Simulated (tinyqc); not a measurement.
On-chip power grid, static voltage drop by conjugate gradients: two steps of the calculation.

A grid of 4 rows and 3 columns, node k = 3 row + column. Neighbours in a row are joined by Rx, in a column by Ry; pad nodes, which reach the supply through Rp: 0, 2, 9, 11. Each node draws I0, node 8 draws kh I0. The drops u = Vdd - V solve G u = i, with G the conductance matrix (1/Rp added on the diagonal at pad nodes).

Inputs (values chosen for the exercise):
- Vdd = 0.7 V (supply voltage)
- Rx = 0.13 ohm (resistance of a horizontal segment)
- Ry = 0.38 ohm (resistance of a vertical segment)
- Rp = 0.15 ohm (resistance from a pad node to the supply)
- I0 = 1.8 mA (load current of an ordinary node)
- kh = 3 (factor on the load at the hot node)

Question 1. Diagonal of G, loads and first direction. G_kk = sum of the conductances at node k. Start u = 0, so the residual is r = i; z = r/G_kk (Jacobi preconditioner), p = z.

Find: G_kk; r at the start; p at the start.

Answer 1.

G_kk (S):
```
       col 0  col 1  col 2
row 0  16.99  18.02  16.99
row 1  12.96  20.65  12.96
row 2  12.96  20.65  12.96
row 3  16.99  18.02  16.99
```

r at the start (mA):
```
       col 0  col 1  col 2
row 0  1.800  1.800  1.800
row 1  1.800  1.800  1.800
row 2  1.800  1.800  5.400
row 3  1.800  1.800  1.800
```

p at the start (mV):
```
        col 0    col 1   col 2
row 0  0.1059  0.09991  0.1059
row 1  0.1389  0.08718  0.1389
row 2  0.1389  0.08718  0.4168
row 3  0.1059  0.09991  0.1059
```

Question 2. Worst drop, pad currents and power lost. Pad current u/Rp; worst drop as a share of Vdd; power lost in the grid and pads sum_k i_k u_k; power delivered sum_k i_k (Vdd - u_k).

converged u (mV):
```
           col 0      col 1      col 2
row 0  0.9083626  1.1519568  0.9181107
row 1  1.8135031  1.8635514  1.8764412
row 2  1.8883489  1.9997629  2.1884496
row 3  0.9535228  1.2261004  1.0000039
```

Find: worst drop; share of Vdd; pad currents; power lost; power delivered.

Answer 2.

worst drop = 2.188 mV
share of Vdd = 0.3126 %
pad currents (mA): node 0 6.056, node 2 6.121, node 9 6.357, node 11 6.667
power lost = 0.03990 mW
power delivered = 17.60 mW

The pad currents add up to the total load, 25.20 mA. The worst drop is at node 8; the hot node is 8.

Computed by the program tinyqc: `OMP_NUM_THREADS=1 python tinyqc.py 2770192 2770193 out.jsonl`, one thread of a shared Intel Xeon 2.30GHz, about 0.3 s for the whole run.
